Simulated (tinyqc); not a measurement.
# Double-gate transistor below threshold, two-dimensional Poisson equation on a small mesh: several studies

Half of a symmetric double-gate structure: row 0 is the mid-plane of the body, where the normal field vanishes. Mobile charge is neglected (subthreshold), the body is fully depleted, and potentials are counted from the intrinsic level; rows run upward to the gate, columns from source to drain.

Values chosen for this exercise; semiconductor permittivity close to that of gallium nitride:
- T = 300 K (temperature)
- eps_r = 9.36 (relative permittivity of the semiconductor)
- eox = 7.5 (relative permittivity of the insulator)
- tb = 5 nm (half the body thickness)
- tox = 3.7 nm (insulator thickness)
- L = 28 nm (channel length)
- Na = 0 cm^-3 (acceptor density of the depleted body)
- Vbi = 0.51 V (potential of the source)
- Vfb = -0.04 V (gate offset)
- Vg = 0 V (gate voltage)
- Vd = 0.7 V (drain voltage)

Constants: q = 1.602176634e-19 C, kB = 1.380649e-23 J/K, Vt = kB T/q, eps0 = 8.8541878128e-14 F/cm where lengths are in cm. Results are converted to the units shown.

Each table varies one quantity; the others keep the values above.

## Refining the mesh

The mesh has 2 c steps in the semiconductor (rows from 0 up to the interface), c steps in the insulator and 8 c along the channel, each uniform. Box integration, divided by eps0: up_i = eps hy/h of the interval above row i, dn_i = that of the interval below (0 for row 0), lat_i = (sum of eps h/2 over the intervals above and below)/hy, s_i = -q Na w_i hy/eps0 with w_i the semiconductor height of the box (hs/2 for row 0 and the interface row, hs between, 0 in the insulator). Each free node obeys (up + dn + 2 lat) psi = up psi(above) + dn psi(below) + lat [psi(left) + psi(right)] + s. Fixed values: gate row Vg - Vfb; column 0 at Vbi and the last column at Vbi + Vd in the semiconductor, each running linearly to Vg - Vfb across the insulator. The system is solved directly; psi is read on row 0 at mid-channel.

Refining the mesh:

| c | unknowns | psi at mid-channel (V) | d psi/dVg |
|---|---|---|---|
| 1 | 21 | 0.23486 | 0.76237 |
| 2 | 90 | 0.22183 | 0.77825 |
| 3 | 207 | 0.21939 | 0.78123 |
| 4 | 372 | 0.21854 | 0.78227 |
| 6 | 846 | 0.21793 | 0.78301 |
| 8 | 1512 | 0.21772 | 0.78327 |
| 12 | 3420 | 0.21756 | 0.78346 |

What does the comparison show?

psi at mid-channel goes from 0.2349 V on the coarsest mesh to 0.2176 V on the finest, a difference of 17 mV. d psi/dVg changes by 0.016 from c = 1 to 2, by 0.0040 from 2 to 4 and by 0.0010 from 4 to 8, a ratio of 4.0 between the last two, near the 4 of a second-order scheme.

## Effect of half the body thickness

Mesh: rows i = 0..12 in the semiconductor (step hs = tb/12, row 12 on the interface), then 8 step(s) ho = tox/8 up to the gate row 20; columns j = 0..80 (step hy = L/80). The system is solved directly. On row 0 the minimum of psi and its place come from a parabola through the three lowest nodes; barrier = Vbi - minimum, swing = Vt ln 10/(d psi/dVg), DIBL = (d psi/dVd)/(d psi/dVg) there. Lambda = pi/k with k the smallest positive root of tan(k tox) tan(k tb) = eox/eps_r.

Effect of half the body thickness:

| tb (nm) | L/Lambda | barrier (V) | place y/L | swing (mV/decade) | DIBL (mV/V) |
|---|---|---|---|---|---|
| 2 | 2.300 | 0.4276 | 0.4367 | 63.54 | 19.29 |
| 2.6 | 2.071 | 0.4078 | 0.4296 | 65.62 | 29.19 |
| 3.5 | 1.808 | 0.3737 | 0.4189 | 69.55 | 47.73 |
| 4.6 | 1.570 | 0.3275 | 0.4055 | 75.74 | 76.20 |
| 6.1 | 1.334 | 0.2619 | 0.3857 | 86.95 | 125.0 |
| 8 | 1.125 | 0.1824 | 0.3560 | 107.1 | 202.7 |

What does the table show?

As tb goes from 2 to 8 nm, the barrier falls from 0.428 to 0.182 V, the swing rises from 63.5 to 107 mV a decade and DIBL rises from 19.3 to 203 mV/V; the ideal swing is 59.5. L/Lambda goes from 2.3 to 1.1. At tb = 2 nm the body is under 5 nm thick, where quantum confinement matters.

## Effect of the insulator thickness

Same model as above.

Effect of the insulator thickness:

| tox (nm) | L/Lambda | barrier (V) | place y/L | swing (mV/decade) | DIBL (mV/V) |
|---|---|---|---|---|---|
| 1.5 | 2.049 | 0.3975 | 0.4287 | 66.76 | 34.61 |
| 2 | 1.887 | 0.3781 | 0.4223 | 69.01 | 45.21 |
| 2.8 | 1.679 | 0.3461 | 0.4121 | 73.10 | 64.21 |
| 3.9 | 1.464 | 0.3021 | 0.3978 | 79.67 | 93.71 |
| 5.4 | 1.252 | 0.2456 | 0.3775 | 90.37 | 138.8 |
| 7.4 | 1.053 | 0.1800 | 0.3482 | 108.0 | 204.7 |

What does the comparison show?

As tox goes from 1.5 to 7.4 nm, the barrier falls from 0.397 to 0.180 V, the swing rises from 66.8 to 108 mV a decade and DIBL rises from 34.6 to 205 mV/V; the ideal swing is 59.5. L/Lambda goes from 2.0 to 1.1.

Program tinyqc, `OMP_NUM_THREADS=1 python tinyqc.py 2480063 2480064 out.jsonl`; Intel Xeon 2.30GHz, shared host, one thread, about 0.1 s.
